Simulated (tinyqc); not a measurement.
Reduced Fermi level from a carrier density: charge neutrality of a doped semiconductor with incomplete ionisation. Computed by tinyqc, a small Python program. Command: `OMP_NUM_THREADS=1 python tinyqc.py 3006288 3006289 out.jsonl dopant walk`. One thread of a shared host (Intel(R) Xeon(R) Processor @ 2.30GHz), about 0.03 s of CPU time with the checks.

Energies are counted from the top of the valence band; E_D is measured down from the conduction band and E_A up from the valence band.

Inputs (values chosen for the exercise, modelled on silicon):

| quantity | value | unit |
|---|---|---|
| gap at 0 K E_g0 | 1.17 | eV |
| Varshni alpha | 0.000475 | eV/K |
| Varshni beta | 649 | K |
| electron mass m_e | 0.323 | m_0 |
| valleys M_c | 6 | - |
| hole mass m_h | 0.831 | m_0 |
| temperature T | 350 | K |

Doping: p-type, compensated. Statistics of the bands: Fermi-Dirac.

ratios u of density to N: 0.0081  0.029  0.1  0.36  1.3  4.5  16

Constants: m_0 = 9.1093837015e-31 kg; k_B = 1.380649e-23 J/K; h = 6.62607015e-34 J s; k_B = 8.617333262e-05 eV/K.

Method:
- E_g = E_g0 - alpha T^2/(T + beta).
- N_c = 2 M_c (2 pi m_e k_B T/h^2)^(3/2) and N_v = 2 (2 pi m_h k_B T/h^2)^(3/2), masses in units of m_0.
- n_i = sqrt(N_c N_v) exp(-E_g/(2 k_B T)); E_i = E_g/2 + (k_B T/2) ln(N_v/N_c).
- F_1/2(eta) = (2/sqrt(pi)) int_0^infinity sqrt(x)/(1 + exp(x - eta)) dx, by the trapezoid rule in t = sqrt(x) with step 0.02 up to t = 12 (for eta < -12 by exp(eta) - exp(2 eta)/2^(3/2)).
- For u = density/N of the majority band, eta solves F_1/2(eta) = u (bisection). Boltzmann: ln u. Joyce-Dixon: ln u + u/sqrt(8) - 4.95009e-3 u^2 + 1.48386e-4 u^3 - 4.42563e-6 u^4. Degenerate limit: (3 sqrt(pi) u/4)^(2/3). The last column is (eta - ln u) k_B T.

N_v = 2.39549e+19 cm^-3

k_B T = 0.0301607 eV

Eta by four rules:

| u | density (cm^-3) | exact | Boltzmann | Joyce-Dixon | degenerate | Boltzmann error (meV) |
|---|---|---|---|---|---|---|
| 0.0081 | 1.9403e+17 | -4.8130 | -4.8159 | -4.8130 | 0.0488 | 8.6364e-02 |
| 0.029 | 6.9469e+17 | -3.5302 | -3.5405 | -3.5302 | 0.1141 | 3.0911e-01 |
| 0.1 | 2.3955e+18 | -2.2673 | -2.3026 | -2.2673 | 0.2605 | 1.0649e+00 |
| 0.36 | 8.6238e+18 | -0.8950 | -1.0217 | -0.8950 | 0.6118 | 3.8197e+00 |
| 1.3 | 3.1141e+19 | 0.7139 | 0.2624 | 0.7139 | 1.4401 | 1.3620e+01 |
| 4.5 | 1.0780e+20 | 3.0067 | 1.5041 | 3.0065 | 3.2953 | 4.5321e+01 |
| 16 | 3.8328e+20 | 7.5663 | 2.7726 | 7.4800 | 7.6766 | 1.4458e+02 |

Boltzmann statistics place E_F within 1 meV of the exact value up to u = 0.0290 of those listed and miss by 145 meV at u = 16. Joyce-Dixon stays within 0.01 in eta up to u = 4.50; the degenerate limit is still 1.5 % high at the last u. Past u of about 10 the Joyce-Dixon series fails. A parabolic band is assumed throughout.
